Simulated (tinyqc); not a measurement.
In-plane mass from two subband densities.

Question. At zero temperature each occupied subband holds N_k = D (EF - E_k), D = 2 md m0 q/(pi hbar^2) per eV (two valleys). Two subbands are occupied. Find md, EF - E1 and EF - E2.

Constants: q = 1.602176634e-19 C, hbar = 1.054571817e-34 J s, m0 = 9.1093837015e-31 kg. Results are converted to the units shown.

N1, N2 (cm^-2): 3.5788441e12  2.4e11
E2 - E1 = 20.6 meV

Answer. N1 - N2 = D (E2 - E1) gives D and so md; each N_k/D is a distance to EF.

md = 0.194 m0
EF - E1 = 22.1 meV
EF - E2 = 1.48 meV

tinyqc, about 0.2 s, one thread, Intel Xeon 2.30GHz (shared host): `OMP_NUM_THREADS=1 python tinyqc.py 2140147 2140148 out.jsonl`
